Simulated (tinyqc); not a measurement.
Random telegraph noise from one oxide trap in a small MOSFET: two steps of the calculation.

An acceptor-like trap exchanges electrons with the channel. Inversion charge Q = Cox u, u = n Vt W0(exp((Vg - VT)/(n Vt))), W0 the Lambert function, n = nf, Cox = eps0 eox/tox; linear regime Id = (W/L) mu Q Vd. Relative to threshold the surface potential rises by Vt ln(u/u0) and the oxide voltage by the rest of Vg - VT, with u0 = n Vt W0(1).

Parameters, values chosen for the exercise; values of the order met in silicon transistors:
- T = 300 K (temperature)
- eox = 3.9 (relative permittivity of the gate insulator (close to silicon dioxide))
- tox = 4.9 nm (insulator thickness)
- xt = 2 nm (depth of the trap from the channel interface)
- E0 = 0.22 eV (trap level above the channel Fermi level at threshold)
- s0 = 7e-16 cm^2 (capture prefactor)
- EB = 0.36 eV (capture barrier (lattice relaxation))
- lt = 0.12 nm (tunnelling decay length)
- vth = 1.2e7 cm/s (thermal velocity)
- zi = 1.6 nm (thickness of the inversion layer)
- VT = 0.38 V (threshold voltage)
- nf = 1.09 (body factor)
- Vg = 0.82 V (gate voltage)

Constants: q = 1.602176634e-19 C, kB = 1.380649e-23 J/K, Vt = kB T/q, eps0 = 8.8541878128e-14 F/cm where lengths are in cm. Results are converted to the units shown.

Question 1. Trap level, time constants and occupancy. N = Cox u/q; dpsi = Vt ln(u/u0); E = E0 - dpsi - (xt/tox)(Vg - VT - dpsi); capture time tc = 1/[(N/zi) vth s0 exp(-xt/lt - EB/Vt)]; emission time te = tc exp(-E/Vt); occupancy te/(tc + te).

Give: u; N; dpsi; E; tc; te; occupancy.

Answer 1.

u = 0.3676 V
N = 1.617e12 cm^-2
dpsi = 0.08106 V
E = -0.007568 eV
tc = 227.6 s
te = 305.0 s
occupancy = 0.5727

The trap lies 0.29 Vt below the Fermi level, so it is filled 57.3 % of the time.

Question 2. Lorentzian spectrum. Spectrum S(f) = 4 dI^2/{(tc + te)[(1/tc + 1/te)^2 + (2 pi f)^2]}; corner fc = (1/tc + 1/te)/(2 pi); variance dI^2 tc te/(tc + te)^2. Give S at f = 0, at fc and at 10 fc.

tc = 227.56530 s
te = 304.95506 s
dI = 2.0944800 nA

Wanted: fc; S(0); S(fc); S(10 fc); rms current.

Answer 2.

fc = 0.001221 Hz
S(0) = 5.596e-16 A^2/Hz
S(fc) = 2.798e-16 A^2/Hz
S(10 fc) = 5.541e-18 A^2/Hz
rms current = 1.036 nA

The rms value is 0.495 of the step; it reaches its largest share, 1/2, when tc = te.

Range of the model: VT is taken as given; short-channel effects and the uneven flow of current among few electrons are left out.

Program tinyqc, `OMP_NUM_THREADS=1 python tinyqc.py 2710121 2710122 out.jsonl`; Intel Xeon 2.30GHz, shared host, one thread, about 0.01 s.
